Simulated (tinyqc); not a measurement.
A finite superlattice with mass mismatch, transfer matrices: one step of the calculation.

One electron of energy E comes from the left lead (band edge 0); no transverse momentum. Parabolic bands, masses in units of m0, C = hbar^2/(2 m0); psi and psi'/m are continuous at every interface. N periods of a barrier d1 followed by a well Lw; the right lead equals the left one.

Question. N periods by the Chebyshev identity. x = (M11 + M22)/2 of one period. For |x| < 1 the energy lies in a miniband and cos(th) = x; for |x| > 1 it lies in a gap and cosh(g) = |x|. M^N = U_(N-1)(x) M - U_(N-2)(x) 1, with U_n = sin((n + 1) th)/sin th in a band and sign(x)^n sinh((n + 1) g)/sinh g in a gap.

Values chosen for this exercise:
- N = 2 (number of periods)

M of one period:

|  | 1 | 2 |
|---|---|---|
| 1 | 0.079382322 | 0.13939139 |
| 2 | -7.5878562 | -0.72663334 |

Find: x; th (rad); U_(N-1); U_(N-2); M^N.

Answer.

x = -0.32363
th (rad) = 1.9004
U_(N-1) = -0.64725
U_(N-2) = 1.0000

M^N:

|  | 1 | 2 |
|---|---|---|
| 1 | -1.0514 | -0.090221 |
| 2 | 4.9112 | -0.52969 |

The energy lies in a miniband.

Computed by the program tinyqc: `OMP_NUM_THREADS=1 python tinyqc.py 2560036 2560037 out.jsonl`, one thread of a shared Intel Xeon 2.30GHz, about 0.01 s for the whole run.
